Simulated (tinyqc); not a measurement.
# Worked calculation: read current of a NAND string, cells in series solved by shooting

Computed by the program tinyqc: `OMP_NUM_THREADS=1 python tinyqc.py 2142091 2142092 out.jsonl`, one thread of a shared Intel Xeon 2.30GHz, about 0.7 s for the whole run. Printed values are rounded.

Cells in series, numbered from 0 at the source line (0 V) to the bit line, each followed by a gap resistance Rg. A cell with gate Vg, threshold VT, source Vs and drain Vd passes I = 2 nf K Vt^2 [F(Vs) - F(Vd)]/(1 + th max(Vg - VT, 0)), F(V) = ln^2(1 + exp((Vg - VT - nf V)/(2 nf Vt))). The selected cell has Vg = Vr, the others Vg = Vp.

Values chosen for this exercise; values of the order met in vertical NAND strings: temperature T = 358 K; gain factor of a cell K = 3.7 uA/V^2; slope factor nf = 2; mobility reduction factor th = 0.06 1/V; resistance of the gap between cells Rg = 4.4 kohm; bit-line voltage Vbl = 0.7 V; pass voltage Vp = 6.8 V; read voltage on the selected word line Vr = 1.68 V.

Constants: q = 1.602176634e-19 C, kB = 1.380649e-23 J/K, Vt = kB T/q. Results are converted to the units shown.

## Step 1: node voltages for a trial current

first trial current = 0.51 uA
thresholds from the source end, cell 0 to 5 (V): -0.6  -0.6  0.6  3.2  -0.6  3.2

For a trial current I start at 0 V and, cell by cell (the selected one is cell 2), solve for the drain: sqrt(F(Vd)) = sqrt(F(Vs) - I/k), k = 2 nf K Vt^2/(1 + th max(Vg - VT, 0)), Vd = [Vg - VT - 2 nf Vt ln(exp(sqrt F) - 1)]/nf, then add I Rg.

node voltage after each cell and gap, trial 1, cell 0 to 5 (V): 0.0292395  0.0586956  0.251404  0.308746  0.340463  0.401303

## Step 2: node voltages for a trial current

second trial current = 0.61 uA

As before.

node voltage after each cell and gap, trial 2, cell 0 to 5 (V): 0.0349960  0.0703033  0.332334  0.404983  0.443993  0.522731

## Course of the secant iteration

Secant steps on the end voltage less Vbl, from the two trials; a trial above the saturation current of a cell has no solution and is moved halfway to the previous trial. Stop below 1e-9 V.

Course of the iteration:
```
iteration    I (uA)  end voltage - Vbl (V)  halvings
1          0.682994                -0.0468         1
2          0.709178                 0.0382         0
3          0.697414               -6.86e-3         0
4          0.699205               -1.01e-3         0
5          0.699514                2.75e-5         0
6          0.699506               -1.10e-7         0
7          0.699506              -1.20e-11         0
```

Converged in 7 iterations to I = 0.69951 uA. The selected cell takes 53.6 % of the bit-line voltage and the gaps together 2.64 %.
